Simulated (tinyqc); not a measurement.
Inside a calculation. Method: Hubbard ring of 3 sites. One step of it, computed by the program tinyqc.

Problem. Mean-field iteration 1. H(up) = T + U n(down), H(down) = T + U n(up); fill the lowest levels; n(new) = n + mixing (n(out) - n); E = tr T (rho up + rho down) + U sum n_up n_down of the output.

one-body matrix (hopping and site energies) (eV), lower triangle:
```
,1,2,3
1,-0.380000
2,-1.480000,0.220000
3,-1.480000,-1.480000,0.650000
```

U = 1.800000 eV

electrons, up and down: 2  2

mixing = 1

n(up) at the start (a guess, not normalised): 1 0.967000, 2 0.367000, 3 0.967000

n(down) at the start (a guess): 1 0.367000, 2 0.967000, 3 0.367000

Give: levels, up; levels, down; energy; n(up) after iteration 1; n(down) after iteration 1.

Solution.

levels, up (eV): -1.887  2.254  3.185

levels, down (eV): -1.500  2.597  3.534

energy = -0.382 eV

n(up) after iteration 1: 1 0.978, 2 0.311, 3 0.711

n(down) after iteration 1: 1 0.821, 2 0.938, 3 0.241
